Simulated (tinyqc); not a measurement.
What a faster ramp buys: rapid thermal processing of a wafer: radiative balance, ramp and cooling, pattern effects, pyrometer error and spike budget. Computed by tinyqc, a small Python program. Command: `OMP_NUM_THREADS=1 python tinyqc.py 3112021 3112022 out.jsonl rtp walk`. One thread of a shared host (Intel(R) Xeon(R) Processor @ 2.30GHz), about 0.04 s of CPU time with the checks.

The wafer is opaque and uniform through its thickness unless said otherwise; temperatures in formulas are in kelvin (C + 273.15). sigma = 5.670374419e-12 W/(cm^2 K^4).

Inputs (values chosen for the exercise, modelled on a hot silicon wafer): wafer thickness d = 775 micrometre; heat capacity per volume C = 2.24 J/(cm^3 K); thermal conductivity k = 0.26 W/(cm K); emissivity eps of each face = 0.63; reflectivity of the chamber walls r = 0.63; gas heat-transfer coefficient h, both faces together = 1.4 mW/(cm^2 K); wall temperature T_w = 500 K; process temperature = 1130 C; starting temperature = 450 C; ramp rate = 88 K/s; activation energy of the process E_a = 3.66 eV.

Constants: k_B = 8.617333262e-05 eV/K.

Method:
- Effective emissivity between parallel grey plates: eps_eff = 1/(1/eps + 1/(1 - r) - 1). Loss per area q(T) = 2 eps_eff sigma (T^4 - T_w^4) + h (T - T_w).
- Absorbed power during a ramp = q(T) + C d x ramp rate; thermal time constant tau = C d/(dq/dT), dq/dT = 8 eps_eff sigma T^3 + h; natural cooling rate q/(C d); front-to-back difference under one-sided heating at the end of the ramp = (absorbed power) d/(2 k).
- Cooling with the lamps off: C d dT/dt = -q(T), integrated adaptively (relative tolerance 1e-10).
- Spike anneal: linear ramp to the peak, then lamps off. Equivalent time at the peak = int exp(-(E_a/k_B)(1/T - 1/T_peak)) dt; estimate (k_B T^2/E_a)(1/ramp rate + 1/cooling rate). The ramp part uses 4000 trapezoid steps, the cooling part 4000 steps over 4 tau.

time constant tau = 4.39599 s

holding power q = 14.4107 W/cm^2

natural cooling rate = 83.0108 K/s

Against the ramp rate:
```
ramp (K/s)  ramp part (s)  cooling part (s)  total (s)  power at the peak (W/cm^2)
10                 4.3562           0.59331     4.9495                       16.15
25                 1.7425           0.59331     2.3358                       18.75
50                 0.8712           0.59331     1.4645                       23.09
100                0.4356           0.59331     1.0289                       31.77
250                0.1742           0.59331     0.7676                       57.81
500                0.0871           0.59331     0.6804                      101.21
1000               0.0436           0.59331     0.6369                      188.01
```

From 10 to 100 K/s the total falls by a factor 4.8, from 100 to 1000 K/s by 1.62: the cooling part, 0.593 s, is a floor, and the natural cooling rate here is 83.0 K/s.

Extremes, crossings and ranges named in words are read from the listed rows.
